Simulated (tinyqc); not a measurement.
Inside a calculation. Model: MOS inversion layer, Poisson-Schroedinger loop.

tinyqc, about 0.3 s, one thread, Intel Xeon 2.30GHz (shared host): `OMP_NUM_THREADS=1 python tinyqc.py 2160039 2160040 out.jsonl` Printed values are rounded.

Electrons confined at an insulator interface at z = 0, treated as a hard wall; parabolic valleys, Hartree approximation, no image or exchange terms. The depletion charge lies far deeper than the electrons and gives a uniform field q Nd/(eps0 eps_r); the gate balances all charge. Energies are counted from the band edge at the interface.

Parameters, values chosen for the exercise; masses and permittivity close to those of silicon (111):
- T = 77 K (temperature)
- eps_r = 11.9 (relative permittivity)
- mz1 = 0.261 m0 (mass along z of valley set A (6 valley(s)))
- md1 = 0.365 m0 (in-plane density-of-states mass of set A)
- Ns = 7.1e11 cm^-2 (sheet density of electrons)
- Nd = 2.9e12 cm^-2 (sheet density of depletion charge)
- hz = 0.73 nm (mesh step)
- a = 0.5 (mixing factor)

Constants: q = 1.602176634e-19 C, kB = 1.380649e-23 J/K, hbar = 1.054571817e-34 J s, m0 = 9.1093837015e-31 kg, Vt = kB T/q, eps0 = 8.8541878128e-14 F/cm where lengths are in cm, hbar^2/(2 m0) = 0.0380998212 eV nm^2. Results are converted to the units shown.

## Fixed part of the potential

z, node 1 to 14 (nm): [0.73, 1.46, 2.19, 2.92, 3.65, 4.38, 5.11, 5.84, 6.57, 7.3, 8.03, 8.76, 9.49, 10.22]

V0 = q Nd z/(eps0 eps_r) in eV.

fixed potential V0, node 1 to 14 (eV): [0.032191, 0.064382, 0.096573, 0.128764, 0.160955, 0.193146, 0.225338, 0.257529, 0.289720, 0.321911, 0.354102, 0.386293, 0.418484, 0.450675]

## Round 1: levels and probability densities

self-consistent potential U at the start, node 1 to 14 (eV): [0, 0, 0, 0, 0, 0, 0, 0, 0, 0, 0, 0, 0, 0]

Tridiagonal Hamiltonian with psi = 0 one step beyond both ends: H_ii = C (1/m_(i-1/2) + 1/m_(i+1/2))/hz^2 + V0_i + U_i, H_(i,i+1) = -C/(m_(i+1/2) hz^2), C = hbar^2/(2 m0). The lowest 2 level(s) are kept, normalised to hz sum |psi|^2 = 1. The mass is the same on all intervals.

levels (eV): A1 0.152222, A2 0.264113

```
node  |psi|^2 of A1 (1/nm)  |psi|^2 of A2 (1/nm)
1                 0.145790              0.134226
2                 0.355621              0.178548
3                 0.383939              0.029116
4                 0.267329              0.034464
5                 0.137028              0.202676
6                 0.055276              0.297253
7                 0.018271              0.248976
8                 0.005085              0.146008
9                 0.001215              0.065566
10                0.000253              0.023699
11                0.000047              0.007109
12                0.000008              0.001796
13                0.000001              0.000374
14                0.000000              0.000052
```

## Round 1: Fermi level and occupations

Level k holds N_k = D_k Vt ln(1 + exp((EF - E_k)/Vt)) with D = 6 md1 m0 q/(pi hbar^2) per eV (spin included); EF is fixed by sum N_k = Ns.

EF = 0.138375 eV
N_k (cm^-2): A1 7.10000e11, A2 35763.8

## Round 1: density, output potential and mixing

n_i = sum_k N_k |psi_k|^2 (converted to cm^-3). Hartree part by Gauss: on the interval before node i the electrons still beyond are S_i = Ns - hz sum_(j<i) n_j, and U_i = U_(i-1) + q S_i hz/(eps0 eps_r) in eV, U_0 = 0 at the interface. Mixing: U(new) = U + a (U(out) - U).

```
node  n (1e18 cm^-3)  U(out) (eV)  U after round 1 (eV)
1            1.03511    0.0078813             0.0039406
2            2.52491    0.0149238             0.0074619
3            2.72597    0.0199202             0.0099601
4            1.89804    0.0227078             0.0113539
5            0.97290    0.0239573             0.0119787
6            0.39246    0.0244185             0.0122092
7            0.12972    0.0245616             0.0122808
8            0.03610    0.0245996             0.0122998
9            0.00863    0.0246084             0.0123042
10           0.00180    0.0246102             0.0123051
11           0.00033    0.0246105             0.0123052
12           0.00005    0.0246105             0.0123053
13           0.00001    0.0246106             0.0123053
14           0.00000    0.0246106             0.0123053
```

## Course of the self-consistent loop

Start from U = 0. Stop when the largest |U(out) - U| is below 1e-7 eV, or after 120 rounds.

Course of the iteration:
```
round  level A1 (eV)   EF (eV)  largest |U(out) - U| (eV)
1           0.152222  0.138375                     0.0246
2           0.161459  0.147613                     0.0119
3           0.165970  0.152123                    5.78e-3
4           0.168181  0.154334                    2.80e-3
5           0.169268  0.155421                    1.36e-3
6           0.169802  0.155955                    6.62e-4
7           0.170066  0.156219                    3.22e-4
8           0.170195  0.156348                    1.57e-4
9           0.170259  0.156412                    7.64e-5
10          0.170291  0.156444                    3.73e-5
11          0.170306  0.156459                    1.82e-5
12          0.170314  0.156467                    8.92e-6
13          0.170318  0.156471                    4.37e-6
14          0.170320  0.156473                    2.14e-6
15          0.170321  0.156474                    1.05e-6
16          0.170321  0.156474                    5.19e-7
17          0.170321  0.156474                    2.56e-7
18          0.170321  0.156475                    1.26e-7
19          0.170321  0.156475                    6.21e-8
```

Converged in 19 rounds. Towards the end the residual shrinks by a factor of about 0.49 a round.

## Converged levels, occupations and centroid

converged U, node 1 to 14 (eV): [0.0078812, 0.0148329, 0.0196243, 0.0222054, 0.0233230, 0.0237224, 0.0238429, 0.0238740, 0.0238810, 0.0238824, 0.0238827, 0.0238827, 0.0238827, 0.0238827]

Solve for the levels with V0 + U, find EF, n_i = sum_k N_k |psi_k|^2 (in cm^-3); share of each level N_k/Ns; centroid sum n z/sum n.

levels (eV): A1 0.170321, A2 0.284989
EF = 0.156475 eV
shares (%): A1 100.000, A2 0.000
n, node 1 to 14 (in units of 1e18 cm^-3): [1.14712, 2.66607, 2.72754, 1.80613, 0.88620, 0.34433, 0.11018, 0.02980, 0.00694, 0.00141, 0.00025, 0.00004, 0.00001, 0.00000]
centroid = 2.21214 nm

An 800-node mesh to 18 nm with 8 levels a set gives A1 = 0.1720 eV, EF = 0.1582 eV and a centroid of 2.256 nm; the levels kept above hold 100 % of the electrons there. The coarse centroid is 2.0 % below the fine one.

## Closed-form estimates

Triangular well: E_k = a_k (C F^2/mz)^(1/3), a_1 = 2.338107, a_2 = 4.087949, C = hbar^2/(2 m0), F in eV/nm. Fang-Howard (all electrons in the lowest level of set A): b^3 = 6 (mz1/C) q (Nd + 11 Ns/32)/(eps0 eps_r), centroid 3/b, level C b^2/(4 mz1) + (3/b) q (Nd + 11 Ns/16)/(eps0 eps_r). Use F = q (Nd + Ns)/(eps0 eps_r), the surface field, and F = q (Nd + Ns/2)/(eps0 eps_r).

A1 with the surface field = 0.177817 eV
A1 with Nd + Ns/2 = 0.165960 eV
A2 with Nd + Ns/2 = 0.290164 eV
b = 1.25254 1/nm
Fang-Howard centroid = 2.39513 nm
Fang-Howard level = 0.180651 eV

Against the self-consistent A1 = 0.1720 eV on a fine mesh, the surface-field estimate is 3.4 % above it, the half-charge one 3.5 % below it and Fang-Howard 5.0 % above it. A1 holds 100 % of the electrons, and the Fang-Howard centroid is 6.1 % above the full one.
